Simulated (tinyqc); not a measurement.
# Cell and bit-line capacitance from two signals

Problem. In a DRAM a freshly written one gives the bit-line signal (Vd/2) Cs/(Cs + Cb). Find Cs and Cb.

Parameters, values chosen for the exercise: array voltage Vd = 1.2 V.

signal of a fresh one without and with 20 fF added to the bit line (mV): [137.34940, 110.67961]

Answer. (Vd/2)/signal = 1 + Cb/Cs, and the added capacitance raises it by its ratio to Cs.

Cs = 19.00 fF
Cb = 64.00 fF

Computed by the program tinyqc: `OMP_NUM_THREADS=1 python tinyqc.py 2130113 2130114 out.jsonl`, one thread of a shared Intel Xeon 2.30GHz, about 0.01 s for the whole run.
